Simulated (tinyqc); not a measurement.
# Small-signal admittance of a forward-biased p+-n diode: what changes with what

Holes injected into a neutral base of width wb with an ohmic contact at its end; low injection, p0 far above the equilibrium density. A small voltage v exp(i w t), w = 2 pi f, modulates the edge density by p0 v/Vt, and the small-signal density obeys Dp d2p/dx2 = (1/tau + i w) p.

Parameters, values chosen for the exercise; permittivity close to that of silicon:
- T = 300 K (temperature)
- eps_r = 11.7 (relative permittivity)
- Nd = 1.5e16 cm^-3 (donor density of the base)
- Dp = 8.6 cm^2/s (hole diffusion coefficient)
- tau = 2e-7 s (hole lifetime)
- wb = 2.4 um (width of the neutral base)
- p0 = 2.6e14 cm^-3 (excess hole density at the junction edge)
- Na = 3e19 cm^-3 (acceptor density of the p+ side)
- Rs = 0.00025 ohm cm^2 (series resistance)
- f = 4.5e7 Hz (signal frequency)

Constants: q = 1.602176634e-19 C, kB = 1.380649e-23 J/K, Vt = kB T/q, eps0 = 8.8541878128e-14 F/cm where lengths are in cm. Results are converted to the units shown.

Each table varies one quantity; the others keep the values above.

## Admittance against frequency

L = sqrt(Dp tau); direct current J = (q Dp p0/L) coth(wb/L); k = sqrt(1 + i w tau)/L; diffusion admittance Y = (q Dp p0/Vt) k coth(k wb) = G + i w C_diff; junction capacitance C_j = sqrt(q eps0 eps_r Nd/(2 Vr)) in the depletion approximation, with the remaining barrier Vr = Vt ln(Na/p0), a rough value under forward bias; base-width modulation is left out. Measured admittance 1/[Rs + 1/(Y + i w C_j)].

The same in every row: C_j (uF/cm^2) = 0.064273.

Result of one run:
```
f (Hz)   w tau  G (S/cm^2)  C_diff (uF/cm^2)  measured G (S/cm^2)  measured C (uF/cm^2)  phase of the measured Y (degrees)
3e9     3769.9      458.81          0.024334               853.15              0.062536                             54.104
```

What becomes of these results when the signal frequency f is changed from 3e9 to 3e6 Hz, all else the same?

Result of the changed run:
```
f (Hz)   w tau  G (S/cm^2)  C_diff (uF/cm^2)  measured G (S/cm^2)  measured C (uF/cm^2)  phase of the measured Y (degrees)
3e6     3.7699      58.403           0.12832               57.566               0.18709                             3.5057
```

The whole series:
```
f (Hz)    w tau  G (S/cm^2)  C_diff (uF/cm^2)  measured G (S/cm^2)  measured C (uF/cm^2)  phase of the measured Y (degrees)
2e5     0.25133      58.383           0.12834               57.543               0.18711                            0.23411
7e5     0.87965      58.384           0.12833               57.544               0.18711                            0.81932
3e6      3.7699      58.403           0.12832               57.566               0.18709                             3.5057
1e7      12.566      58.608           0.12819               57.796               0.18695                             11.488
5e7      62.832      63.785           0.12491               63.625               0.18325                             42.140
2e8      251.33      113.31          0.094745               119.35               0.15002                             57.664
8e8      1005.3      237.09          0.047073               288.58              0.097532                             59.517
3e9      3769.9      458.81          0.024334               853.15              0.062536                             54.104
1e10      12566      837.59          0.013330               2359.3              0.026319                             35.027
```

G starts at J/Vt = 58.4 S/cm^2 and C_diff at (J tau/(2 Vt))(1 - 2 x/sinh 2x) = 0.128 uF/cm^2, x = wb/L = 0.183. Between the last two rows G goes as f^(0.50) and C_diff as f^(-0.50); the limits are 1/2 and -1/2, reached when the signal penetrates only sqrt(Dp/w). The measured C is 2.9 % below C_diff + C_j in the first row and 66 % below it in the last, the difference being due to Rs.

## Effect of the excess hole density at the junction edge

Same model as above.

The same in every row: w tau = 56.549.

Results:
columns A: p0 (cm^-3); B: G (S/cm^2); C: C_diff (uF/cm^2); D: C_j (uF/cm^2); E: measured G (S/cm^2); F: measured C (uF/cm^2); G: phase of the measured Y (degrees)
```
A             B          C         D         E         F       G
2e9   4.8301e-4  9.6569e-7  0.045332  0.041556  0.045333  89.814
2e10  0.0048301  9.6569e-6  0.047739  0.050395  0.047748  89.786
2e11   0.048301  9.6569e-5  0.050574  0.099612  0.050668  89.602
2e13     4.8301  0.0096569  0.058189    4.9160  0.067681  75.593
2e14     48.301   0.096569  0.063562    48.219   0.15631  42.507
2e15     483.01    0.96569  0.070764    446.16   0.82163  27.506
```

Estimate the missing row, p0 = 2e12 cm^-3.

Computed row:
columns A: p0 (cm^-3); B: G (S/cm^2); C: C_diff (uF/cm^2); D: C_j (uF/cm^2); E: measured G (S/cm^2); F: measured C (uF/cm^2); G: phase of the measured Y (degrees)
```
A           B          C         D        E         F       G
2e12  0.48301  9.6569e-4  0.053983  0.54328  0.054934  87.997
```

With this row back in the table: As p0 goes from 2e9 to 2e15, G rises from 4.83e-4 to 483 S/cm^2, C_diff rises from 9.66e-7 to 0.966 uF/cm^2 and the measured C rises from 0.0453 to 0.822 uF/cm^2. C_diff exceeds C_j for p0 = 2e14, 2e15.

Computed by the program tinyqc: `OMP_NUM_THREADS=1 python tinyqc.py 2890102 2890103 out.jsonl`, one thread of a shared Intel Xeon 2.30GHz, about 0.01 s for the whole run.
